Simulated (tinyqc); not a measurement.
Worked calculation: donor near an oxide interface in a gate field (two-state model). Values are carried at full precision from step to step, so a last printed digit may differ when a step is redone from the rounded ones.

Interface at z = 0 (hard wall), donor at z = d, field F pulling electrons to the interface: potential e F z; 1 kV/cm = 1e-5 eV/angstrom, c = hbar^2/2m0, q = e^2/(4 pi eps0), Q = (eps - eo)/(eps + eo). Donor state: E_D = e F d - ED - q Q/(4 eps d), the last term joining the images of ion and electron. Interface state: z exp(-b z/2) exp(-rho^2/(2 L^2)) with E_z = c b^2/(4 mz) + 3 e F/b + q Q b/(8 eps), minimised over b; in the plane at z = 3/b the ion (distance D = d - 3/b) and its image (D' = d + 3/b) give E_rho = c/(mt L^2) - (q/eps)(sqrt(pi)/L)[erfcx(D/L) + Q erfcx(D'/L)], erfcx(x) = exp(x^2) erfc(x), minimised over L. E_I = E_z + E_rho.

Constants: hbar^2/2m0 = 3.80998211 eV angstrom^2; e^2/(4 pi eps0) = 14.39964547 eV angstrom.

Parameters, chosen for this exercise (near those of a donor in Si below Si3N4, static dielectric constants; shifted at random, so the results belong to these values and not to a real crystal): d = 80 angstrom (depth of the donor); ED = 42.8 meV (bulk binding energy); mz = 0.922 m0 (mass across the interface); mt = 0.192 m0 (mass in the plane); eps = 11.4 (dielectric constant of the semiconductor); eo = 7.5 (dielectric constant of the oxide); F = 70.5 kV/cm (field in the semiconductor); aD = 15.5 angstrom (donor radius); v = 0.41 (valley factor).

## The interface state across the interface

Solve c b/(2 mz) - 3 e F/b^2 + q Q/(8 eps) = 0; give Q, b, the three terms of E_z and <z> = 3/b.

Q = 0.2063
b = 0.09579 1/angstrom

kinetic, field and image terms (meV): 9.48  22.08  3.12

<z> = 31.3 angstrom

The image pushes the electron away from the oxide; without it <z> would be 29.8 angstrom.

## Binding in the plane

Give D, D', the best L, both terms and E_rho.

D, D' (angstrom): 48.7  111.3

L = 68.3 angstrom

kinetic and Coulomb terms (meV): 4.25  -19.11

E_rho = -14.86 meV

The bottom of the well lies at -28.3 meV, so the level is 47 % of the way up; L/D = 1.40. Above the critical field the ionised donor would thus still hold its electron as a dot at the interface.

## Where the electron sits

The two states couple by t = t0 exp(-D/aD) with t0 = q/(eps aD) (2 aD/L) sqrt(aD b/2) v, v a valley factor; this form is an estimate. With detuning u = E_D - E_I the splitting is sqrt(u^2 + 4 t^2) and the lower state has weight (1 - u/sqrt(u^2 + 4 t^2))/2 on the donor.

Give E_D, E_I, t, the splitting and the donor weight.

E_D, E_I (meV): 12.79  19.82

t = 0.565 meV
splitting = 7.12 meV
donor weight = 0.994

The electron is on the donor; the contact hyperfine coupling scales with the donor weight. With this t, the tunnelling time pi hbar/(2t) at a crossing would be 1.83 ps (hbar = 6.58212e-16 eV s); here the detuning is 12.4 t.

## Critical field

Find F at which E_D = E_I; compare the rule e F d = ED. The crossing width is 4t/(e D), with t and D formed anew at that field.

critical field = 85.3 kV/cm
ED/(e d) = 53.5 kV/cm
width = 4.0 kV/cm

The confinement energy E_z = 39.2 meV raises the field needed and the attraction E_rho = -14.5 meV lowers it; the result is 1.59 times the simple rule.

## Checks

- E_z without images against 1.5 x 6^(2/3)/2 (c (e F)^2/mz)^(1/3), meV: both 31.48.
- E_rho from the radial equation in the full Coulomb well against the Gaussian trial function, meV: -15.0 against -14.9.

Computed by tinyqc, a small Python program: `OMP_NUM_THREADS=1 python tinyqc.py 1251207 1251208 out.jsonl` (the numbers bound the seed that draws the inputs); one thread of a shared host (Intel(R) Xeon(R) Processor @ 2.30GHz), about 0.04 s for the whole set of steps.
